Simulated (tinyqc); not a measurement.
# Nanowire ballistic transistor, top-of-the-barrier model, step by step

Computed by the program tinyqc: `OMP_NUM_THREADS=1 python tinyqc.py 2400054 2400055 out.jsonl`, one thread of a shared Intel Xeon 2.30GHz, about 0.04 s for the whole run. Printed values are rounded.

At the top of the source barrier, states moving towards the drain are filled by the source (Fermi level 0) and states moving back by the drain (Fermi level -q Vd); nothing scatters. U is the shift of the band edge there, set by the capacitances CG, CD and CS (the total) and by the charge. Parabolic one-dimensional subband; the source is grounded.

Values chosen for this exercise; mass and valleys close to those of silicon (two valleys): temperature T = 200 K; effective mass m = 0.185 m0; valley degeneracy gv = 2; relative permittivity of the gate insulator eox = 22; insulator thickness tox = 1.6 nm; wire diameter d = 4 nm; gate control CG/CS aG = 0.78; drain control CD/CS aD = 0.087; band edge at the barrier top above the source Fermi level at zero bias E0 = 0.21 eV; gate voltage Vg = 0.24 V; drain voltage Vd = 0.1 V.

Constants: q = 1.602176634e-19 C, kB = 1.380649e-23 J/K, hbar = 1.054571817e-34 J s, h = 6.62607015e-34 J s, m0 = 9.1093837015e-31 kg, Vt = kB T/q, eps0 = 8.8541878128e-14 F/cm where lengths are in cm. Results are converted to the units shown.

## Density of states, capacitances and charge at zero bias

N0 = gv sqrt(2 m kB T/pi)/hbar, CG = 2 pi eps0 eox/ln(1 + 2 tox/d), CS = CG/aG, n0 = n at U = 0 and Vd = 0. eta1 = -(E0 + U)/Vt, eta2 = eta1 - Vd/Vt, n = (N0/2)[F_(-1/2)(eta1) + F_(-1/2)(eta2)], F_(-1/2)(x) = (1/sqrt(pi)) int_0^infinity u^(-1/2)/(1 + exp(u - x)) du. UL = -(aG Vg + aD Vd).

N0 = 3.26423e6 cm^-1
CG = 20.8224 pF/cm
CS = 26.6954 pF/cm
n0 = 16.6729 cm^-1
UL = -0.1959 eV

## Iteration 1: self-consistent potential at the barrier top

U at the start (U = UL) = -0.1959 eV

eta1 = -(E0 + U)/Vt, eta2 = eta1 - Vd/Vt, n = (N0/2)[F_(-1/2)(eta1) + F_(-1/2)(eta2)], F_(-1/2)(x) = (1/sqrt(pi)) int_0^infinity u^(-1/2)/(1 + exp(u - x)) du. U(out) = UL + q (n - n0)/CS. U(new) = U + 0.2 (U(out) - U).

eta1 = -0.818119
eta2 = -6.62038
n = 5.56388e5 cm^-1
U(out) = -0.192561 eV
U after iteration 1 = -0.195232 eV

## Iteration 2: self-consistent potential at the barrier top

As before.

eta1 = -0.856868
eta2 = -6.65913
n = 5.39790e5 cm^-1
U(out) = -0.192660 eV
U after iteration 2 = -0.194718 eV

## Course of the iteration: self-consistent potential at the barrier top

Stop when U changes by less than 1e-9 eV, or after 90 iterations.

Course of the iteration:

| iteration | U (eV) | \|change\| (eV) |
|---|---|---|
| 1 | -0.195232 | 6.68e-4 |
| 2 | -0.194718 | 5.14e-4 |
| 3 | -0.194321 | 3.96e-4 |
| 4 | -0.194016 | 3.06e-4 |
| 5 | -0.193780 | 2.36e-4 |
| 6 | -0.193598 | 1.82e-4 |
| 7 | -0.193457 | 1.41e-4 |
| 8 | -0.193349 | 1.09e-4 |
| 9 | -0.193265 | 8.38e-5 |
| ... | ... | ... |
| 45 | -0.192980 | 7.80e-9 |
| 46 | -0.192980 | 6.02e-9 |
| 47 | -0.192980 | 4.66e-9 |
| 48 | -0.192980 | 3.60e-9 |
| 49 | -0.192980 | 2.78e-9 |
| 50 | -0.192980 | 2.15e-9 |
| 51 | -0.192980 | 1.66e-9 |
| 52 | -0.192980 | 1.28e-9 |
| 53 | -0.192980 | 9.91e-10 |

Converged in 53 iterations. At the end each change is about 0.77 times the one before: linear convergence.

## Current, mean velocity and share of the gate voltage

converged U = -0.192980 eV

N0 = gv sqrt(2 m kB T/pi)/hbar, CG = 2 pi eps0 eox/ln(1 + 2 tox/d), CS = CG/aG, n0 = n at U = 0 and Vd = 0. eta1 = -(E0 + U)/Vt, eta2 = eta1 - Vd/Vt, n = (N0/2)[F_(-1/2)(eta1) + F_(-1/2)(eta2)], F_(-1/2)(x) = (1/sqrt(pi)) int_0^infinity u^(-1/2)/(1 + exp(u - x)) du. I = gv (2 q^2/h) Vt [ln(1 + exp eta1) - ln(1 + exp eta2)]. Mean velocity I/(q n). CQ = (q/Vt) dn/d(eta1); the band edge follows the gate as -dU/dVg = aG/(1 + CQ/CS).

eta1 = -0.987547
n = 4.86554e5 cm^-1
I = 0.842615 uA
mean velocity = 1.08091e7 cm/s
CQ = 3.63808 pF/cm
-dU/dVg = 0.686450 eV/V

The carriers from the source are near degeneracy (eta1 = -0.988), and the mean velocity is 1.06 times vT = sqrt(2 kB T/(pi m)) = 1.02e7 cm/s.
